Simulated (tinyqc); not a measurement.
Five-level k.p model folded onto the conduction band: one step. Loewdin series.

Expanding E = H_cc + S(E) about Eg in powers of k^2, with s_n = sum_j H_cj^2/(Eg - H_jj)^n: order k^2: e2 = (1 + Cm) c0 k^2 + s1; order k^4: e4 = -s2 e2; order k^6: e6 = s3 e2^2 + s2^2 e2.

Parameters, chosen for this exercise (out of a larger set: near those of InAs; not measured data): Eg = 0.413 eV (gap at Gamma to the s-like level).

H (eV), rows c, lh, so, G8 up, G7 up and columns alike:
```
[[0.4106820, 0.1912401, 0.1352272, 0.0555937, 0.0393107],
 [0.1912401, 0, 0, 0, 0],
 [0.1352272, 0, -0.3870000, 0, 0],
 [0.0555937, 0, 0, 4.4600000, 0],
 [0.0393107, 0, 0, 0, 4.3100000]]
```

Question. Give each order and the partial sums, counted from Eg.

Give: s1 (eV), s2 (no unit), s3 (1/eV); (1 + Cm) c0 k^2 is H_cc - Eg; e2, e4, e6; partial sums.

Answer.

s1 (eV), s2 (no unit), s3 (1/eV); (1 + Cm) c0 k^2 is H_cc - Eg: [0.11025, 0.24328, 0.55481]

e2, e4, e6 (eV): [0.10793, -0.02626, 0.01285]

partial sums (eV): [0.10793, 0.08168, 0.09453]

The exact value is 0.08979 eV; the errors of the partial sums are +18.15, -8.11 and +4.74 meV.

tinyqc: `OMP_NUM_THREADS=1 python tinyqc.py 1080765 1080766 out.jsonl`; about 0.01 s, one thread, shared Intel(R) Xeon(R) Processor @ 2.30GHz.
